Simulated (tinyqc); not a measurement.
Worked calculation: pair of shallow donors (hydrogen-like orbitals). Values are carried at full precision from step to step, so a last printed digit may differ when a step is redone from the rounded ones.

Each donor has the orbital exp(-r/a); energy unit Ha* = q/(eps a), q = e^2/(4 pi eps0), so that a lone donor is bound by Ha*/2; x = R/a. One electron: S = (1 + x + x^2/3) exp(-x), j = 1/x - (1 + 1/x) exp(-2x), k = (1 + x) exp(-x); levels E(+/-) = -1/2 - (j +/- k)/(1 +/- S) in Ha*, without the repulsion of the ions, split by D = |E(-) - E(+)|. In six valleys the overlaps S and k are multiplied by v = [cos(K Rx) + cos(K Ry) + cos(K Rz)]/3, K = k0 (2 pi/a_lat), for isotropic envelopes and the symmetric valley state.

Constants: e^2/(4 pi eps0) = 14.39964547 eV angstrom; hbar = 6.58211957e-16 eV s.

Values chosen for the exercise (near those of two donors in Si; not measured data):

| symbol | value | unit | meaning |
|---|---|---|---|
| a | 16 | angstrom | orbital radius |
| eps | 11.7 |  | dielectric constant |
| n | (10.5, 0.5, 0) | a_lat | separation vector |
| a_lat | 5.431 | angstrom | lattice constant |
| k0 | 0.846 | 2 pi/a_lat | valley position |
| dV | 0.66 | D | detuning between the donors, in units of D |

## Distance and integrals

Give Ha*, R, x, S, j, k and v.

Ha* = 76.921 meV
R = 57.09 angstrom
x = 3.5681

S, j, k: 0.24857  0.27924  0.12886

v = 0.2855

## One electron on two donors

Give both levels, the splitting D = |E(-) - E(+)| and the tunnelling frequency D/(2 pi hbar).

E(+), E(-) (meV): -61.159  -58.535

D = 2.624 meV
frequency = 634.6 GHz

The second ion deepens the mean level by 21.39 meV, against Ha*/x = 21.56 meV for a point charge. Without the valley factor D would be 9.75 meV; v is positive, so the even combination lies lower.

## Detuning by a gate

Two-level picture for one electron: with detuning u = dV D the splitting is sqrt(D^2 + u^2) and the lower state has weight (1 + u/sqrt(D^2 + u^2))/2 on the lower donor; the field needed is u/(e R), 1 meV/angstrom = 100 kV/cm.

splitting = 3.144 meV
weight = 0.775
field = 3.03 kV/cm

## Two electrons and exchange

Two electrons, Heitler-London: with S' = (1 - x + x^2/3) exp(x), C = 1/x - exp(-2x)(1/x + 11/8 + 3x/4 + x^2/6), X = (1/5){exp(-2x)(25/8 - 23x/4 - 3x^2 - x^3/3) + (6/x)[S^2 (0.5772157 + ln x) + S'^2 Ei(-4x) - 2 S S' Ei(-2x)]}, Q = C - 2j + 1/x and A = X - 2 S k + S^2/x, the singlet and triplet lie at (Q +/- w A)/(1 +/- w S^2) from two lone donors, with the valley weight w = v^2; the exchange is J = triplet - singlet.

Give C, X, Q, A and J.

C, X, Q, A (Ha*): 0.2751  0.02811  -0.003098  -0.01864

J = 231 micro-eV

A swap of the two spins takes pi hbar/J = 0.00894 ns (hbar = 6.58212e-16 eV s). Against the one-electron splitting D = 2.62 meV, J/D = 0.088: exchange needs both electrons to tunnel and falls as exp(-2x), D as exp(-x).

## Checks

- Heitler-London binding at x = 1.6425 against the known 0.1160 hartree: both 0.1160.
- Overlap S by quadrature in spheroidal coordinates against the formula: both 0.24857.

Computed by tinyqc, a small Python program: `OMP_NUM_THREADS=1 python tinyqc.py 1282577 1282578 out.jsonl` (the numbers bound the seed that draws the inputs); one thread of a shared host (Intel(R) Xeon(R) Processor @ 2.30GHz), about 0.01 s for the whole set of steps.
